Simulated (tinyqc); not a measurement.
## Mobility, diffusion coefficient and lifetime from two collectors

Problem. For an injected sheet in a field F the peak time tp at distance L obeys u^2 tp^2 + 2 D tp = L^2 with u^2 = v^2 + 4 D/tau, and the pulse area goes as exp(L (v - u)/(2 D)); v = mu F. Find u, D, mu and tau without using the Einstein relation.

Values chosen for this exercise: sweep field along the drift F = 49 V/cm.

distances (um): 82  180
peak times (us): 0.299004499  0.677430507
ratio of the areas, far over near = 0.369750448

Answer. The two peak times give two linear equations for u^2 and D; the area ratio gives v - u, and u^2 - v^2 = 4 D/tau gives tau.

u = 2.588e4 cm/s
D = 12.33 cm^2/s
mu = 477.0 cm^2/(V s)
tau = 4.000e-7 s

Numbers from tinyqc (`OMP_NUM_THREADS=1 python tinyqc.py 2310042 2310043 out.jsonl`; about 0.01 s on one thread of a shared Intel Xeon 2.30GHz).
